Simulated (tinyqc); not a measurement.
# CMOS latch-up, two-transistor model: effect of the current gain of the pnp

A parasitic pnp (emitter at Vdd, base shunted by Rw) and npn (emitter at ground, base shunted by Rs) feed each other: the npn collector current flows out of the pnp base node, the pnp collector current into the npn base node. Forward-active transistors with constant gains: Icn = Isn exp(Vn/Vt), Icp = Isp (exp(Vp/Vt) - 1). A current Ii is injected into the npn base node.

Node equations: Vp/Rw + Icp/bp = Icn and Vn/Rs + Icn/bn = Icp + Ii. Loop gain G = gn gp/[(1/Rw + gp/bp)(1/Rs + gn/bn)], gn = Icn/Vt, gp = (Icp + Isp)/Vt; the off state ends where G = 1, and Ii there is the trigger current. On state with both base-emitter voltages at Von: npn base current Ib = (Von/Rs + bp Von/Rw)/(bn bp - 1), holding current Ih = (bn + 1) Ib + Von/Rs, holding voltage Vh = Vsat + Von + R2 (Ib + Von/Rs).

Inputs (values chosen for the exercise); values close to those of bulk CMOS: temperature T = 300 K; current gain of the npn bn = 3.8; saturation current of the npn at T Isn = 7.2e-15 A; saturation current of the pnp at T Isp = 6.3e-16 A; substrate resistance shunting the npn Rs = 160 ohm; well resistance shunting the pnp Rw = 610 ohm; resistance from the pnp collector to the npn base R2 = 34 ohm; base-emitter voltage in the on state Von = 0.69 V; saturation voltage Vsat = 0.09 V; supply voltage Vdd = 1.8 V.

Constants: q = 1.602176634e-19 C, kB = 1.380649e-23 J/K, Vt = kB T/q. Results are converted to the units shown.

Effect of the current gain of the pnp:

| bp | Vn at trigger (V) | trigger current (mA) | Ih (mA) | Vh (V) |
|---|---|---|---|---|
| 0.27 | 0.7469 | 4.837 | 856.8 | 6.965 |
| 0.47 | 0.6699 | 4.432 | 33.90 | 1.136 |
| 0.8 | 0.6656 | 4.412 | 16.59 | 1.014 |
| 1.4 | 0.6646 | 4.406 | 10.86 | 0.9730 |
| 2.4 | 0.6642 | 4.403 | 8.467 | 0.9560 |
| 4.1 | 0.6640 | 4.401 | 7.259 | 0.9475 |
| 7 | 0.6639 | 4.400 | 6.606 | 0.9429 |
| 12 | 0.6639 | 4.400 | 6.237 | 0.9403 |

Read the table: what changes, and by how much?

As bp goes from 0.27 to 12, the trigger current falls from 4.84 to 4.40 mA, Ih falls from 857 to 6.24 mA and Vh falls from 6.97 to 0.940 V. Vh exceeds the supply Vdd = 1.8 V, which then cannot sustain a latched state, in 1 of the 8 rows. For bp = 0.16 the product of the gains is about one or less, so there is no latched state. For bp = 0.27 the holding current passes 50 mA, where high injection lowers the gains. For bp = 0.27 Vn at the trigger exceeds the fixed Von of the on-state formulas, so Ih and Vh are too low there.

Numbers from tinyqc (`OMP_NUM_THREADS=1 python tinyqc.py 2670103 2670104 out.jsonl`; about 0.04 s on one thread of a shared Intel Xeon 2.30GHz).
